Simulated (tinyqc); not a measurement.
Electron continuity equation in a given potential, Scharfetter-Gummel discretisation: error of the current against the mesh.

Steady state in one dimension: J = q mu n E + q D dn/dx with E = -dpsi/dx and D = mu Vt, dJ/dx = 0, fixed densities nL and nR at the ends. The potential is given, psi = U x/L, and is not changed by the electrons.

Fluxes J_i = (q D/h)(n_(i+1) P_i - n_i Q_i), d_i = (psi_(i+1) - psi_i)/Vt: Scharfetter-Gummel P = B(d), Q = B(-d), B(d) = d/(exp(d) - 1); central P = 1 - d/2, Q = 1 + d/2; upwind P = 1 + max(-d, 0), Q = 1 + max(d, 0). Balance at each inner node: J_i - J_(i-1) = 0. The reference is Scharfetter-Gummel on 4000 intervals or more. Errors are those of J on the first interval against the reference at its midpoint; errors under 1e-6 % are printed as 0.

Parameters, values chosen for the exercise; mobility close to that of indium arsenide at room temperature:
```
symbol   value        unit                               meaning
T          400           K                           temperature
mu       29600  cm^2/(V s)                     electron mobility
L           13          um                  length of the region
nL      1.6e15       cm^-3                      density at x = 0
nR      2.7e15       cm^-3                      density at x = L
U         -0.1           V  potential difference psi(L) - psi(0)
```

Constants: q = 1.602176634e-19 C, kB = 1.380649e-23 J/K, Vt = kB T/q. Results are converted to the units shown.

The same in every row: reference J (A/cm^2) = 1008.

Error of the current against the mesh:
```
N,largest |d|,SG error (%),central error (%),upwind error (%)
5,0.5802,0,-0.200,2.18
10,0.2901,0,-0.0499,1.07
20,0.1451,0,-0.0125,0.525
40,0.07253,0,-3.11e-3,0.260
80,0.03626,0,-7.79e-4,0.129
160,0.01813,0,-1.95e-4,0.0646
```

What does the comparison show?

From N = 80 to 160 the error shrinks by 4.0 (central), 2.0 (upwind); 4 marks second order and 2 first order. Scharfetter-Gummel has no error at any N here, being exact for this potential without sources.

Program tinyqc, `OMP_NUM_THREADS=1 python tinyqc.py 2220146 2220147 out.jsonl`; Intel Xeon 2.30GHz, shared host, one thread, about 0.01 s.
